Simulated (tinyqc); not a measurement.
From results back to parameters: configuration-coordinate model of carrier capture at a defect. Two cases, with inputs chosen for the exercise.

Problem. For two parabolas of equal curvature the ionisation peak lies at ET + ER, the emission barrier is (ER + ET)^2/(4 ER), and the standard deviation of the band at T = 0 is sqrt(ER hw). The values come from hidden ET, ER and hw.

Find: ET, ER, hw; capture barrier.

Method. ER is the squared peak energy over four times the emission barrier; ET is the rest, hw = variance/ER, and the capture barrier is the emission barrier less ET.

Case 1.

ionisation peak = 1.5700 eV
emission barrier = 0.993911 eV
standard deviation at T = 0 = 0.176068 eV

Solution.

ET, ER, hw (eV): 0.950  0.620  0.050

capture barrier = 0.044 eV

Case 2.

ionisation peak = 0.4700 eV
emission barrier = 0.460208 eV
standard deviation at T = 0 = 0.064807 eV

Solution.

ET, ER, hw (eV): 0.350  0.120  0.035

capture barrier = 0.110 eV

Computed by tinyqc, one run a case: `OMP_NUM_THREADS=1 python tinyqc.py N N+1 out.jsonl` with N = 1451580, 1451595; one thread of a shared Intel(R) Xeon(R) Processor @ 2.30GHz, about 0.01 s a run at most.
